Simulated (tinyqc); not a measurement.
## Series resistance and length offset from two lengths at two overdrives

Problem. In strong inversion R W = Rsd + k(x)(L - dL), k(x) = (1 + th1 x)/(mu0 Cox x), x the overdrive, Cox = eps0 eox/tox, with Rsd and dL independent of x. Find dL, Rsd, mu0 and th1.

Values chosen for this exercise: relative permittivity of the gate insulator (close to silicon dioxide) eox = 3.9; insulator thickness tox = 1.9 nm.

Constants: eps0 = 8.8541878128e-14 F/cm where lengths are in cm. Results are converted to the units shown.

total resistance times width (ohm um):
```
                  L = 0.054 um  L = 1.3 um
overdrive 0.5 V     523.367516  11073.6860
overdrive 1.21 V    344.001262  6424.51271
```

Answer. At each overdrive R W is a straight line in L; the two lines cross at L = dL, R W = Rsd. Their slopes give k x = (1 + th1 x)/(mu0 Cox), a straight line in x.

dL = 0.00400 um
Rsd = 100 ohm um
mu0 = 180 cm^2/(V s)
th1 = 0.770 1/V

tinyqc, about 0.01 s, one thread, Intel Xeon 2.30GHz (shared host): `OMP_NUM_THREADS=1 python tinyqc.py 2210002 2210003 out.jsonl`
